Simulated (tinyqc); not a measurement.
Worked calculation: Hubbard ring of 3 sites. Computed by tinyqc, a small Python program that keeps every step. Settings: hopping = 0.65, U = 10.2, mixing = 1, iteration cap = 62. Command: `OMP_NUM_THREADS=1 python tinyqc.py 31602 31603 out.jsonl` (the two numbers bound the seeds that draw the settings). One thread of a shared host (Intel(R) Xeon(R) Processor @ 2.60GHz), about 0.2 s of CPU time with the checks. Later iterations appear only in the table of the cycle.

## Mean-field iteration 1

one-body matrix (hopping and site energies) (eV), lower triangle:
```
           1          2         3
1  -0.560000
2  -0.650000  -0.330000
3  -0.650000  -0.650000  0.500000
```

U = 10.200000 eV

electrons, up and down: 2  2

mixing = 1

n(up) at the start (a guess, not normalised): 1 0.667000, 2 0.667000, 3 0.667000

n(down) at the start (a guess): 1 0.667000, 2 0.667000, 3 0.667000

H(up) = T + U n(down), H(down) = T + U n(up); fill the lowest levels; n(new) = n + mixing (n(out) - n); E = tr T (rho up + rho down) + U sum n_up n_down of the output.

levels, up (eV): 5.282588  7.011550  7.726062

levels, down (eV): 5.282588  7.011550  7.726062

energy = 14.641069 eV

n(up) after iteration 1: 1 0.938740, 2 0.883060, 3 0.178200

n(down) after iteration 1: 1 0.938740, 2 0.883060, 3 0.178200

## Mean-field iteration 2

As before.

levels, up (eV): 2.177157  8.312994  9.519850

levels, down (eV): 2.177157  8.312994  9.519850

energy = 14.595516 eV

n(up) after iteration 2: 1 0.362826, 2 0.637487, 3 0.999687

n(down) after iteration 2: 1 0.362826, 2 0.637487, 3 0.999687

## Convergence

Each step fills the lowest levels of T + U n(other spin) and sets n(new) = n + mixing (n(out) - n); stop when output and input agree to 1e-8.

Course of the cycle:
```
iteration       E (eV)  largest |n(out) - n(in)|  mean |n_up - n_down|
1          14.64106911                  4.89e-01              0.000000
2          14.59551581                  8.21e-01              0.000000
3          17.73230134                  9.78e-01              0.000000
4          14.14010700                  9.78e-01              0.000000
5          17.82596657                  9.82e-01              0.000000
6          14.30169128                  9.82e-01              0.000000
7          17.79774370                  9.81e-01              0.000000
8          14.37022724                  9.81e-01              0.000000
9          17.78513492                  9.80e-01              0.000000
10         14.39253293                  9.80e-01              0.000000
11         17.78096046                  9.80e-01              0.000000
...                ...                       ...                   ...
52         14.40262264                  9.80e-01              0.000000
53         17.77906092                  9.80e-01              0.000000
54         14.40262264                  9.80e-01              0.000000
55         17.77906092                  9.80e-01              0.000000
56         14.40262264                  9.80e-01              0.000000
57         17.77906092                  9.80e-01              0.000000
58         14.40262264                  9.80e-01              0.000000
59         17.77906092                  9.80e-01              0.000000
60         14.40262264                  9.80e-01              0.000000
61         17.77906092                  9.80e-01              0.000000
62         14.40262264                  9.80e-01              0.000000
```

Not converged within 62 iterations: the residual has stopped falling: the iteration swings between two states. The lowest mean-field energy found from random starts is 8.57707 eV. Reruns (cap 100 unless said): mixing 0.2: not converged; mixing 0.5: not converged; mixing 0.9: not converged; the original settings with a cap of 400: not converged.

## The many-body Hamiltonian

Basis: all placements (u, d, 2, 0 on each site), up operators ordered before down ones; hops carry the sign of the same-spin electrons passed.

H (eV), lower triangle:
```
           220        2ud        u2d        2du        202        ud2        d2u        du2
220  18.620000
2ud  -0.650000   9.250000
u2d   0.650000  -0.650000   9.480000
2du  -0.650000   0.000000   0.000000   9.250000
202   0.000000  -0.650000   0.000000  -0.650000  20.280000
ud2   0.000000   0.000000  -0.650000   0.650000  -0.650000  10.310000
d2u   0.650000   0.000000   0.000000  -0.650000   0.000000   0.000000   9.480000
du2   0.000000   0.650000   0.000000   0.000000  -0.650000   0.000000  -0.650000  10.310000
022   0.000000   0.000000   0.650000   0.000000   0.000000  -0.650000   0.650000  -0.650000

           022
022  20.740000
```

## Exact diagonalisation (9 states)

Lowest levels of the sector, and the double occupancy of the lowest state.

lowest levels (eV): 8.289188  8.625265  9.139914  10.018150  10.732662  10.752017

double occupancy per site = 0.333333

## The lowest level by Lanczos steps

From a random start vector (not printed): a_j = <q_j|H|q_j>, b_j = norm of the remainder after orthogonalising; the Ritz value is the lowest eigenvalue of the tridiagonal matrix of a and b so far.

Lanczos:
```
j   a_j (eV)  b_j (eV)  lowest Ritz value (eV)
1  13.929882  4.898464             13.92988176
2  15.370973  1.977231              9.69925246
3  14.045394  5.017893              9.32803637
4  15.385062  1.121350              8.60387265
5  10.876920  4.052035              8.49642092
6  18.741814  0.891768              8.31003081
7   9.979246  0.174238              8.29022859
8   8.831763  0.594020              8.28949669
9  10.558947  3.19e-08              8.28918816
```
